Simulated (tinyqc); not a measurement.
Tersoff bond-order potential. Inputs raised by 10 %, one at a time. Computed by tinyqc, a small Python program. Command: `OMP_NUM_THREADS=1 python tinyqc.py 3021466 3021467 out.jsonl tersoff sens`. One thread of a shared host (Intel(R) Xeon(R) Processor @ 2.30GHz), about 0.02 s of CPU time with the checks.

E = (1/2) sum_(i, j != i) [A exp(-lambda r_ij) - b_ij B exp(-mu r_ij)], b_ij = (1 + (beta zeta_ij)^n)^(-1/(2n)), zeta_ij = sum_(k != i, j) g(theta_ijk), g = 1 + c^2/d^2 - c^2/(d^2 + (h - cos theta)^2), with theta at atom i. Only nearest neighbours count (cut-off function 1 for them, 0 beyond).

Inputs (values chosen for the exercise, modelled on carbon):
```
quantity,value,unit
A,1367.3,eV
B,352.61,eV
lambda,3.4879,1/angstrom
mu,2.2119,1/angstrom
beta,1.53e-07,-
n,0.7293,-
c,38770,-
d,4.368,-
h,-0.5528,-
```

Constants: 1 eV/angstrom^3 = 160.2176634 GPa.

Method:
- zeta = 3 g(cos theta = -1/3).
- With z equal bonds of order b, r = ln(lambda A/(mu b B))/(lambda - mu) and E per atom = -(z/2) b B exp(-mu r)(1 - mu/lambda).
- a0 = 4 r/sqrt3; B0 = phi''(r)/(3 a0) with phi'' = mu (lambda - mu) b B exp(-mu r), since b does not change under uniform scaling.
- Second derivatives of the energy per atom, volume V = a0^3/8: e_xx gives C11; e_xx = -e_yy gives 2 (C11 - C12); e_xy = e_yx = s/2 with a sublattice shift u_z gives C44 = (E_ss - E_su^2/E_uu)/V and Kleinman's parameter |E_su/E_uu|/(a0/4).
- Each of the four neighbours loses one bond; its three other bonds now have zeta = 2 g, for the direction that starts at it. E_v = -E + 12 x (1/2)(b(3g) - b(2g)) B exp(-mu r), where -E is the pair-like cost.

Runs:
```
input moved,from,to,energy per atom of the diamond lattice (eV),C44 (GPa),unrelaxed vacancy energy E_v (eV),Kleinman's parameter
base run,-,-,-8.275,763.2,6.4498,0.17230
A (eV),1367.3,1504.03,-7.015,589.2,5.4676,0.22323
B (eV),352.61,387.871,-10.738,1088.7,8.3693,0.11942
beta,1.53e-07,1.683e-07,-8.112,765.6,6.2103,0.14791
c,38770,42647,-7.943,766.0,5.9647,0.12374
d,4.368,4.8048,-8.863,735.5,7.3379,0.27009
h,-0.5528,-0.60808,-7.455,635.1,5.2761,0.26840
```

Exponents ln(y'/y) / ln(x'/x):
```
input,energy per atom of the diamond lattice,C44,unrelaxed vacancy energy E_v,Kleinman's parameter
A,-1.733,-2.714,-1.733,2.717
B,2.733,3.727,2.733,-3.847
beta,-0.209,0.033,-0.397,-1.602
c,-0.430,0.039,-0.820,-3.474
d,0.720,-0.387,1.353,4.716
h,-1.096,-1.927,-2.108,4.650
```

Among the inputs moved here: energy per atom of the diamond lattice answers most in size to B (exponent +2.733), next to A (-1.733). C44 answers most in size to B (exponent +3.727), next to A (-2.714). Unrelaxed vacancy energy E_v answers most in size to B (exponent +2.733), next to h (-2.108). Kleinman's parameter answers most in size to d (exponent +4.716), and about equally to h (+4.650).
